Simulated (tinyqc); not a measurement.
Temperatures in a stack of 2 dies with leakage feedback: one step of the calculation.

One-dimensional heat flow to a sink below die 0. The power of each die is released in a plane at its top; from the plane of die j > 0 heat crosses its silicon (ts), a bond layer and the wiring of die j - 1; from die 0 it crosses t0, paste and sink. Copper shares the path through bond and wiring in parallel: k_eff = fm km + (1 - fm) k. Silicon is taken at the temperature of the plane above it. Leakage is P_l exp((T - 350 K)/Tl).

Problem. Resistances per area at 300 K. R = thickness/conductivity for each layer.

Inputs (values chosen for the exercise); conductivities of the order met in silicon, wiring layers, bonds and pastes: conductivity of silicon at 300 K k0 = 136 W/(m K); thickness of a thinned die ts = 20 um; thickness of the die next to the sink t0 = 300 um; thickness of the wiring layers tb = 9 um; conductivity of the wiring layers kb = 2.3 W/(m K); thickness of a bond layer tg = 1 um; conductivity of the bond dielectric kg = 1 W/(m K); area share of copper through bond and wiring fm = 0.1; conductivity of copper km = 390 W/(m K); paste and lid Rt = 0.25 K cm^2/W; heat sink Rs = 0.72 K cm^2/W.

Wanted: thick die; thinned die; k_eff of the bond; k_eff of the wiring; bond plus wiring; paste plus sink.

Solution.

thick die = 0.022059 K cm^2/W
thinned die = 0.0014706 K cm^2/W
k_eff of the bond = 39.900 W/(m K)
k_eff of the wiring = 41.070 W/(m K)
bond plus wiring = 0.0024420 K cm^2/W
paste plus sink = 0.97000 K cm^2/W

tinyqc, about 0.03 s, one thread, Intel Xeon 2.30GHz (shared host): `OMP_NUM_THREADS=1 python tinyqc.py 2162080 2162081 out.jsonl`
